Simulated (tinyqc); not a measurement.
Inside a calculation: smearing for a one-band metal on the bcc lattice. Values are carried at full precision from step to step, so a last printed digit may differ when a step is redone from the rounded ones.

Lattice vectors (units of a): a1 = (-1/2, 1/2, 1/2), a2 = (1/2, -1/2, 1/2), a3 = (1/2, 1/2, -1/2). E(k) = -t A_1(k) - t2 A_2(k), A_m the sum of cos(k . R) over the 8 nearest and 6 second lattice vectors. Mesh k = sum (j_i/N) b_i, j_i = 0 .. N-1.

Parameters, chosen for this exercise:
```
symbol  value  unit  meaning
t       0.34   eV    nearest hopping
t2      0.05   eV    second hopping
N       5            unshifted mesh
ne      1.5          electrons per cell
sigma   0.034  eV    width
```

## Levels on the mesh

Evaluate the band and collect equal energies with their counts.

Distinct levels:
```
E_k (eV)  points
-3.0200        1
-1.9421       12
-0.9596        6
-0.5310       24
-0.1979       12
0.1624         8
0.3410        24
0.6300        24
1.3476         8
1.9696         6
```

10 distinct levels; the mean spacing is 0.554 eV.

## Fermi level with Methfessel-Paxton (first order) smearing

With x = (E_k - mu)/sigma: Methfessel-Paxton (first order) f = erfc(x)/2 - x exp(-x^2)/(2 sqrt(pi)), s = (1 - 2 x^2) exp(-x^2)/(4 sqrt(pi)). With weights w = points/N^d (d the dimension), mu solves 2 sum w f = ne; E = 2 sum w f E_k, S = 2 sum w s, F = E - sigma S.

Weights w = points/total. Bisection from the lowest and highest level; ten steps are shown.

Bisection:
```
step  low (eV)  high (eV)  mu (eV)  electrons
1      -3.0200     1.9696  -0.5252     0.5510
2      -0.5252     1.9696   0.7222     1.7762
3      -0.5252     0.7222   0.0985     0.8785
4       0.0985     0.7222   0.4104     1.3947
5       0.4104     0.7222   0.5663     1.3875
6       0.5663     0.7222   0.6443     1.7079
7       0.5663     0.6443   0.6053     1.4039
8       0.6053     0.6443   0.6248     1.5346
9       0.6053     0.6248   0.6150     1.4551
10      0.6150     0.6248   0.6199     1.4920
```

## Occupations and energies

Converge mu, then list x, f and s of each level and form the sums.

mu = 0.6209 eV

x, f and s of each level:
```
E_k (eV)        x       f       s
-3.0200   -107.08  1.0000  0.0000
-1.9421    -75.38  1.0000  0.0000
-0.9596    -46.48  1.0000  0.0000
-0.5310    -33.88  1.0000  0.0000
-0.1979    -24.08  1.0000  0.0000
0.1624     -13.48  1.0000  0.0000
0.3410      -8.23  1.0000  0.0000
0.6300       0.27  0.2812  0.1122
1.3476      21.37  0.0000  0.0000
1.9696      39.67  0.0000  0.0000
```

E = -0.5355 eV
S = 0.0431
F = -0.5369 eV
(E + F)/2 = -0.5362 eV

Levels with f between 0.001 and 0.999: 1. For this scheme F itself has no term in sigma^2, so F is the estimate of the energy at zero width. That argument needs a smooth density of states, and the number of distinct levels within 2 sigma of mu is only 1, so it may fail on this mesh.

## Checks

- The slope dF/d sigma by finite differences against -S: both -0.043092.
- The slope dF/d ne by finite differences against mu (eV): both 0.62085.

Program tinyqc; command `OMP_NUM_THREADS=1 python tinyqc.py 1650422 1650423 out.jsonl`; about 0.3 s on one thread of a shared Intel(R) Xeon(R) Processor @ 2.30GHz.
